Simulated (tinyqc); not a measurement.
Pariser-Parr-Pople SCF with singles CI, for the molecule [CH2+]c1ccccc1 (SMILES; centres numbered as the heavy atoms are written), step by step. One step of it, computed by the program tinyqc.

Question. Iteration 2: orbitals and new P. Diagonalise F (the basis is taken as orthonormal) and form P = 2 sum c c over the lowest orbitals; 0.3 of the old P is kept.

F (eV), order 1C, 2C, 3C, 4C, 5C, 6C, 7C:
$$\begin{pmatrix}
-10.450183 & -4.932337 & -0.697374 & 0.225655 & 0.453804 & 0.225655 & -0.697374 \\
-4.932337 & -12.624366 & -4.269616 & 0.033805 & 0.498350 & 0.033805 & -4.269616 \\
-0.697374 & -4.269616 & -10.780899 & -5.101691 & -0.456845 & 0.655126 & 0.489705 \\
0.225655 & 0.033805 & -5.101691 & -10.680680 & -4.744924 & -0.073667 & 0.655126 \\
0.453804 & 0.498350 & -0.456845 & -4.744924 & -9.937597 & -4.744924 & -0.456845 \\
0.225655 & 0.033805 & 0.655126 & -0.073667 & -4.744924 & -10.680680 & -5.101691 \\
-0.697374 & -4.269616 & 0.489705 & 0.655126 & -0.456845 & -5.101691 & -10.780899
\end{pmatrix}$$

pi electrons, sum of z_r less the charge = 6

P after iteration 1, order 1C, 2C, 3C, 4C, 5C, 6C, 7C:
$$\begin{pmatrix}
0.455170 & 0.673123 & 0.266193 & -0.122965 & -0.277000 & -0.122965 & 0.266193 \\
0.673123 & 1.055852 & 0.497585 & -0.012904 & -0.213496 & -0.012904 & 0.497585 \\
0.266193 & 0.497585 & 0.858000 & 0.717962 & 0.174382 & -0.280598 & -0.186885 \\
-0.122965 & -0.012904 & 0.717962 & 0.983228 & 0.623411 & 0.028114 & -0.280598 \\
-0.277000 & -0.213496 & 0.174382 & 0.623411 & 0.806521 & 0.623411 & 0.174382 \\
-0.122965 & -0.012904 & -0.280598 & 0.028114 & 0.623411 & 0.983228 & 0.717962 \\
0.266193 & 0.497585 & -0.186885 & -0.280598 & 0.174382 & 0.717962 & 0.858000
\end{pmatrix}$$

Give: orbital energies; P after iteration 2.

Answer.

orbital energies (eV): [-20.7094, -17.5108, -16.7052, -8.9840, -5.1724, -4.8876, -1.9658]

P after iteration 2, order 1C, 2C, 3C, 4C, 5C, 6C, 7C:
$$\begin{pmatrix}
0.4677 & 0.6927 & 0.2578 & -0.1241 & -0.2690 & -0.1241 & 0.2578 \\
0.6927 & 1.0831 & 0.4835 & -0.0189 & -0.2087 & -0.0189 & 0.4835 \\
0.2578 & 0.4835 & 0.8504 & 0.7241 & 0.1886 & -0.2743 & -0.2034 \\
-0.1241 & -0.0189 & 0.7241 & 0.9819 & 0.6187 & 0.0356 & -0.2743 \\
-0.2690 & -0.2087 & 0.1886 & 0.6187 & 0.7847 & 0.6187 & 0.1886 \\
-0.1241 & -0.0189 & -0.2743 & 0.0356 & 0.6187 & 0.9819 & 0.7241 \\
0.2578 & 0.4835 & -0.2034 & -0.2743 & 0.1886 & 0.7241 & 0.8504
\end{pmatrix}$$
